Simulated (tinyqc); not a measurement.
Inside a calculation. Method: lattice vibrations of a chain. One step of it, computed by the program tinyqc.

Problem. Dynamical matrix at q = 0.47. q is in units of 2 pi/a. A spring k from atom i to atom j, n cells on, adds k to Phi_ii and Phi_jj, -k exp(2 pi i q n) to Phi_ij and the conjugate to Phi_ji (for one atom a cell: 2k (1 - cos 2 pi q n)); D_ij = Phi_ij / sqrt(m_i m_j).

A chain moving along its axis:
```
atom   mass (u)  spring to the next atom (eV/angstrom^2)
1     73.600000                                13.600000
2     19.700000                                23.600000
```

Give: D(q).

Solution.

D(q) (eV/(angstrom^2 u)):
$$\begin{pmatrix}
0.5054 & 0.2516+0.1161i \\
0.2516-0.1161i & 1.8883
\end{pmatrix}$$
